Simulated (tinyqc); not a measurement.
Heterojunction of two tight-binding chains, step by step. Values are carried at full precision from step to step, so a last printed digit may differ when a step is redone from the rounded ones.

Left chain: hopping -t1, sites at 2 t1 (band bottom 0). Right chain: hopping -t2, sites at dE + 2 t2 (bottom dE). t = c/(m a^2), c = hbar^2/2m0. The bond across the interface is -tc with tc = f sqrt(t1 t2), and the last left site has the extra energy U. In a chain E = bottom + 2t (1 - cos(ka)); the surface Green function of a half chain is g = -exp(ika)/t, with Im k > 0 where cos(ka) > 1.

Constants: hbar^2/2m0 = 3.80998211 eV angstrom^2.

Inputs chosen for the exercise (masses and offset of the size met at InGaAs / InAlAs; shifted at random, so the results belong to these values and not to a real crystal):
- a = 3 angstrom (site spacing)
- m1 = 0.04 m0 (mass on the left)
- m2 = 0.068 m0 (mass on the right)
- f = 1 (factor on the interface hopping)
- dE = 0.44 eV (band offset)
- E = 0.45 eV (electron energy)
- U = -0.38 eV (extra energy on the last left site)

## Hoppings

Form t1, t2 and tc.

t1 = 10.58328 eV
t2 = 6.22546 eV
tc = 8.11701 eV

## Wave numbers and velocities

The left chain has hopping t1 and band bottom 0, the right one t2 and dE. cos(ka) = 1 - (E - bottom)/(2t); dE/dk = 2 t a sin(ka).

ka (rad): left 0.206571, right 0.040081

dE/dk (eV angstrom): left 13.0241, right 1.4968

## Self-energies on the last left site

Hoppings t1 (left), t2 (right), tc (interface); g is the surface Green function of a half chain. The rest of the left chain gives S1 = t1^2 g1 = -t1 exp(i k1 a); the right chain gives S2 = tc^2 g2 = -(tc^2/t2) exp(i k2 a).

S1 = -10.35828-2.17068i eV
S2 = -10.57478-0.42408i eV

## Transmission

The last site of the left chain has energy 2 t1 + U, and S1, S2 are the self-energies of the two half chains on it. G = 1/(E - 2 t1 - U - S1 - S2); T = 4 Im(S1) Im(S2) |G|^2.

G = 0.0841-0.3660i 1/eV
T = 0.5194

A fraction 0.4806 is reflected although the electron lies above the step.

## Checks

- T from the Green function against 1 - |r|^2 from matching plane waves: both 0.519450.

Computed by tinyqc, a small Python program: `OMP_NUM_THREADS=1 python tinyqc.py 1451575 1451576 out.jsonl` (the numbers bound the seed that draws the inputs); one thread of a shared host (Intel(R) Xeon(R) Processor @ 2.30GHz), about 0.01 s for the whole set of steps.
